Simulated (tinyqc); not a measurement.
Long-channel MOSFET, surface-potential model: effect of the temperature.

n-channel transistor on a uniformly doped p-type body, gradual-channel approximation, constant mobility, Boltzmann statistics, full ionisation. Potentials are counted from the neutral body; V is the electron quasi-Fermi potential, Vsb at the source and Vsb + Vds at the drain. Charges are magnitudes per area.

Nc and Nv are given at 273 K and scale as (T/273 K)^1.5; Eg, Vfb and mu are held fixed. ni = sqrt(Nc Nv) exp(-Eg/(2 Vt)), Eg in volts; phiF = Vt ln(Na/ni); Cox = eps0 eox/tox; gamma = sqrt(2 q eps0 eps_r Na)/Cox. The surface potential psi at channel potential V solves Vgs + Vsb - Vfb - psi = gamma sqrt(G), G = psi - Vt + Vt exp((psi - 2 phiF - V)/Vt). Charge sheet: Qi = Cox gamma [sqrt(G) - sqrt(psi - Vt)]; I = mu (W/L) [integral of Qi dpsi from psi_0 to psi_L (drift) + Vt (Qi0 - QiL) (diffusion)], with psi_0 at V = Vsb and psi_L at V = Vsb + Vds. VT = Vfb + 2 phiF + gamma sqrt(2 phiF + Vsb), m = 1 + gamma/(2 sqrt(2 phiF + Vsb)). The swing is 20 mV/log10[I(VT - 0.14 V)/I(VT - 0.16 V)] of the charge-sheet current at the given Vds.

Parameters, values chosen for the exercise; material values those of a made-up semiconductor: band gap Eg = 0.911 eV; relative permittivity of the semiconductor eps_r = 9.46; conduction-band density of states at the reference temperature Nc = 2.64e19 cm^-3; valence-band density of states at the reference temperature Nv = 2.51e19 cm^-3; acceptor density of the body Na = 3.8e17 cm^-3; relative permittivity of the gate insulator eox = 8.73; insulator thickness tox = 65 nm; flat-band voltage Vfb = -0.68 V; channel mobility mu = 130 cm^2/(V s); gate width W = 2 um; gate length L = 5 um; source-body reverse bias Vsb = 1 V; gate-source voltage Vgs = 4.43 V; drain-source voltage Vds = 0.05 V.

Constants: q = 1.602176634e-19 C, kB = 1.380649e-23 J/K, Vt = kB T/q, eps0 = 8.8541878128e-14 F/cm where lengths are in cm. Results are converted to the units shown.

The same in every row: gamma (V^0.5) = 2.686.

Result of one run:

| T (K) | VT (V) | m | swing (mV/decade) | I at Vgs, Vds (uA) |
|---|---|---|---|---|
| 280 | 3.533 | 2.028 | 117.6 | 0.2173 |

What becomes of these results when the temperature T is changed from 280 to 310 K, all else the same?

Result of the changed run:

| T (K) | VT (V) | m | swing (mV/decade) | I at Vgs, Vds (uA) |
|---|---|---|---|---|
| 310 | 3.472 | 2.037 | 132.1 | 0.2318 |

The whole series:

| T (K) | VT (V) | m | swing (mV/decade) | I at Vgs, Vds (uA) |
|---|---|---|---|---|
| 220 | 3.650 | 2.011 | 90.19 | 0.1898 |
| 250 | 3.592 | 2.019 | 103.6 | 0.2032 |
| 280 | 3.533 | 2.028 | 117.6 | 0.2173 |
| 310 | 3.472 | 2.037 | 132.1 | 0.2318 |
| 340 | 3.409 | 2.047 | 147.1 | 0.2469 |
| 370 | 3.344 | 2.057 | 162.8 | 0.2625 |

As T goes from 220 to 370 K, VT falls from 3.65 to 3.34 V, the swing rises from 90.2 to 163 mV a decade and the current rises from 0.190 to 0.263 uA. The swing is 2.7 % above m Vt ln 10 in the first row and 7.8 % above it in the last. For T = 220 to 340 K the surface electron density at the source passes 0.3 Nc, where degeneracy and quantisation, left out here, matter. In every row the mobility is held fixed, though a real channel mobility changes with T and would alter the trend of the current.

Program tinyqc, `OMP_NUM_THREADS=1 python tinyqc.py 2360093 2360094 out.jsonl`; Intel Xeon 2.30GHz, shared host, one thread, about 0.05 s.
